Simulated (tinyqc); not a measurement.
Six-band hole subbands of a thin body in a field, step by step. Values are carried at full precision from step to step, so a last printed digit may differ when a step is redone from the rounded ones.

Constants: hbar^2/2m0 = 3.80998211 eV angstrom^2.

Values chosen for the exercise (near those of a p-type Si channel; shifted at random, so the results belong to these values and not to a real crystal): S = (7.71, -2.16, 12.41) 1/TPa (compliances s11, s12, s44); sx = -2 GPa (stress along the channel [1-10], negative in compression); b = -2.09 eV (tetragonal potential); d = -4.71 eV (trigonal potential); g1 = 4.28 (Luttinger gamma1); g2 = 0.34 (gamma2); g3 = 1.45 (gamma3); face = 001 (surface); Dso = 0.044 eV (spin-orbit splitting); t = 85 angstrom (body thickness); F = 0.2 MV/cm (field across the body); kmax = 0.08 1/angstrom (end of the path).

## Strain and its block

exx = eyy = (s11 + s12) sx/2, ezz = s12 sx, exy = -s44 sx/4 (1 GPa/TPa = 1e-3). With e0 the traceless part, B_XX = 2b e0xx - b (e0yy + e0zz) and B_XY = sqrt(3) d exy.

strain, lower triangle:
```
           x          y         z
x  -0.005550
y   0.006205  -0.005550
z          0          0  0.004320
```

B (eV), lower triangle:
```
          X        Y         Z
X   0.02063
Y  -0.05062  0.02063
Z         0        0  -0.04126
```

## Confinement masses without spin-orbit coupling

C(n n^T)/c has C_XX = (g1 + 4 g2) nx^2 + (g1 - 2 g2)(ny^2 + nz^2) and C_XY = 6 g3 nx ny, n the unit normal; its eigenvalues are the inverse masses along n.

C(n n^T)/c, lower triangle:
```
        X       Y       Z
X  3.6000
Y       0  3.6000
Z       0       0  5.6400
```

masses (m0): 0.2778  0.2778  0.1773

## The matrix for one sine at q = 0

Basis X, Y, Z times spin, hole energies counted downwards from the unstrained edge (the hydrostatic shift is left out), c = hbar^2/2m0. For a symmetric tensor T let C(T) have C_XX = L Txx + M (Tyy + Tzz), C_XY = N Txy (cyclic), L = c (g1 + 4 g2), M = c (g1 - 2 g2), N = 6 c g3. k = q + kz n, n the unit normal, q = k1 u + k2 v with u along the channel [1-10] and v = n x u. H = C(k k^T) + (Dso/3)(1 - L.sigma) - B + e F z with (L_k)_ij = -i epsilon_kij; B is the block C built from the traceless strain with 2b, -b and sqrt(3) d in place of L, M, N. Strain: exx = eyy = (s11 + s12) sx/2, ezz = s12 sx, exy = -s44 sx/4. Hard walls at z = 0 and t; basis sin(j pi z/t), j = 1 to Nz: kz^2 = (j pi/t)^2, kz = -i D with D_jl = 4 j l/(t (j^2 - l^2)), z_jj = t/2 and z_jl = -8 t j l/(pi (j^2 - l^2))^2 for j + l odd; 1 MV/cm = 0.01 eV/angstrom.

Nz = 1, in meV.

H (meV), lower triangle (Hermitian):
```
              X+       Y+      Z+            X-     Y-      Z-
X+         97.77
Y+  50.62-14.67i    97.77
Z+             0        0  170.28
X-             0        0   14.67         97.77
Y-             0        0  14.67i  50.62+14.67i  97.77
Z-        -14.67  -14.67i       0             0      0  170.28
```

## Its levels

Diagonalise; the levels come in pairs. Give each pair and its weights on X, Y, Z, summed over spin and averaged over the pair.

levels (meV): 43.82  141.44  180.56

weights:
```
   pair 1  pair 2  pair 3
X   0.495   0.386   0.119
Y   0.495   0.386   0.119
Z   0.010   0.228   0.762
```

## More sines

The four lowest pairs at q = 0.

Hole energies (meV):

| Nz | pair 1 | pair 2 | pair 3 | pair 4 |
|---|---|---|---|---|
| 1 | 43.82 | 141.44 | 180.56 | - |
| 2 | 30.40 | 113.68 | 128.87 | 169.98 |
| 4 | 29.17 | 103.39 | 127.81 | 169.26 |
| 8 | 29.16 | 103.34 | 127.80 | 169.25 |
| 16 | 29.16 | 103.34 | 127.80 | 169.25 |

One sine is 14.66 meV off in the top subband, since the field mixes the sines. The second pair lies 74.2 meV deeper.

## Dispersion of the top subband

Nz = 14; the two lowest levels (spin-split where the field breaks inversion), in meV from their value at q = 0.

Energies (meV):

| \|q\| (1/angstrom) | u a | u b | v a | v b | [100] a | [100] b |
|---|---|---|---|---|---|---|
| 0.020 | 10.34 | 10.91 | 0.54 | 0.61 | 5.45 | 5.84 |
| 0.040 | 39.65 | 40.88 | 2.14 | 2.24 | 21.73 | 22.56 |
| 0.060 | 78.81 | 79.21 | 4.65 | 4.73 | 47.06 | 48.35 |
| 0.080 | 101.47 | 101.87 | 7.98 | 8.02 | 76.33 | 77.73 |

From the mean of each pair in the first row, c q^2/E gives 0.14 m0 along u, 2.65 m0 along v and 0.27 m0 along [100]. The largest distance between a and b in the table is 1.40 meV. These masses hold for the first row only: the band bends further out.

## Checks

- Top level at q = 0 on (001) without field and stress against c (g1 - 2 g2)(pi/t)^2, eV: both 0.01874.
- Hermiticity, and E(q) against E(-q): they agree to 1e-10 or better.

tinyqc: `OMP_NUM_THREADS=1 python tinyqc.py 1281758 1281759 out.jsonl`; about 0.4 s, one thread, shared Intel(R) Xeon(R) Processor @ 2.30GHz.
